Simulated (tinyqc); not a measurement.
# Resistance of a tapered via with liner, size effect and interface: what changes with what

A round via whose diameter grows from db at the bottom as D(z) = db + 2 z/tan(ang). The fill, of diameter D - 2 tl, starts above the bottom liner (thickness fb tl) and has rho = rho0 (1 + ks lam/(D - 2 tl)); the sidewall liner conducts in parallel with it. The bottom liner and the interface are crossed over the full area pi db^2/4. Spreading in the lines above and below is left out.

Values chosen for this exercise; fill metal close to molybdenum: diameter at the bottom db = 45 nm; height hv = 130 nm; sidewall angle ang = 86 degrees; bulk resistivity of the fill rho0 = 5.21 uohm cm; mean free path of the fill lam = 11.2 nm; size-effect factor ks = 1.1; liner on the sidewall tl = 0.1 nm; liner at the bottom over that on the sidewall fb = 0.7; resistivity of the liner rl = 160 uohm cm; interface resistivity at the bottom ri = 1.2e-12 ohm cm^2; ballistic conductance per area, about 3/(4 rho0 lam) Sb = 1.3e15 S/m^2; bulk resistivity of the second fill (close to tungsten) rho2 = 5.39 uohm cm; its mean free path lam2 = 15.6 nm; its liner tl2 = 3.7 nm.

Each table varies one quantity; the others keep the values above.

## Via resistance against the diameter at the bottom

Slices between z0 = fb tl and hv, evaluated at their midpoints: conductance per length pi/4 [(D - 2 tl)^2/rho + (D^2 - (D - 2 tl)^2)/rl], slice resistance = slice height over that. 2000 slices. R_fill = sum of the slices; R_bottom = rl fb tl/(pi db^2/4); R_interface = ri/(pi db^2/4); ballistic (Sharvin) limit 1/(Sb pi (db - 2 tl)^2/4); ideal cylinder rho0 hv/(pi db^2/4).

Results:
columns A: db (nm); B: R_fill (ohm); C: R_bottom (ohm); D: R_interface (ohm); E: R (ohm); F: ballistic limit (ohm); G: R over ideal cylinder; H: largest part
```
A        B        C        D      E       F       G     H
6    142.8    3.961    4.244  151.0   29.11  0.6304  fill
8.3  80.45    2.070    2.218  84.73   14.93  0.6769  fill
11   48.96    1.179    1.263  51.40   8.397  0.7212  fill
16   25.18   0.5570   0.5968  26.33   3.923  0.7817  fill
22   14.19   0.2946   0.3157  14.80   2.061  0.8306  fill
30   8.041   0.1584   0.1698  8.369   1.103  0.8734  fill
58   2.330  0.04239  0.04542  2.418  0.2932  0.9431  fill
80   1.256  0.02228  0.02387  1.303  0.1538  0.9666  fill
```

Estimate the missing row, db = 42 nm.

Computed row:
columns A: db (nm); B: R_fill (ohm); C: R_bottom (ohm); D: R_interface (ohm); E: R (ohm); F: ballistic limit (ohm); G: R over ideal cylinder; H: largest part
```
A       B        C        D      E       F       G     H
42  4.295  0.08084  0.08661  4.462  0.5605  0.9128  fill
```

With this row back in the table: R falls from 151 to 1.30 ohm. The fill is the largest part at db = 6 and in all other rows. R goes as db^(-1.78) between the first two rows and db^(-1.92) between the last two; area alone gives -2.

## Via resistance against the sidewall angle

Same model as above.

2000 slices.

The same in every row: R_bottom (ohm) = 0.07042; R_interface (ohm) = 0.07545; ballistic limit (ohm) = 0.4880.

Result of one run:
```
ang (degrees)  R_fill (ohm)  R (ohm)  R over ideal cylinder  largest part
90                    5.473    5.619                  1.319          fill
```

What becomes of these results when the sidewall angle ang is changed from 90 to 84 degrees, all else the same?

Result of the changed run:
```
ang (degrees)  R_fill (ohm)  R (ohm)  R over ideal cylinder  largest part
84                    3.260    3.406                 0.7997          fill
```

The whole series:
```
ang (degrees)  R_fill (ohm)  R (ohm)  R over ideal cylinder  largest part
90                    5.473    5.619                  1.319          fill
89                    4.920    5.066                  1.190          fill
88                    4.468    4.614                  1.083          fill
87                    4.091    4.237                 0.9948          fill
86                    3.771    3.917                 0.9199          fill
84                    3.260    3.406                 0.7997          fill
82                    2.867    3.013                 0.7076          fill
```

R falls from 5.62 to 3.01 ohm. The fill is the largest part at ang = 90 and in all other rows. The share of the two bottom terms goes from 2.60 to 4.84 %.

## Two fill metals against the diameter

2000 slices. R_fill = sum of the slices; R_bottom = rl fb tl/(pi db^2/4); R_interface = ri/(pi db^2/4). The second fill has rho2, lam2 and tl2 in place of rho0, lam and tl.

Results:
```
db (nm)  R, first fill (ohm)  R, second fill (ohm)  ratio second/first
12                     44.03                 216.8               4.924
17                     23.61                 80.95               3.428
35                     6.283                 14.40               2.292
49                     3.334                 6.891               2.067
70                     1.685                 3.224               1.913
100                   0.8448                 1.530               1.811
```

Estimate the missing row, db = 24 nm.

Computed row:
```
db (nm)  R, first fill (ohm)  R, second fill (ohm)  ratio second/first
24                     12.62                 34.24               2.712
```

With this row back in the table: The ratio goes from 4.92 to 1.81. The first fill gives the lower R in every row.

Program tinyqc, `OMP_NUM_THREADS=1 python tinyqc.py 2750160 2750161 out.jsonl`; Intel Xeon 2.30GHz, shared host, one thread, about 0.01 s.
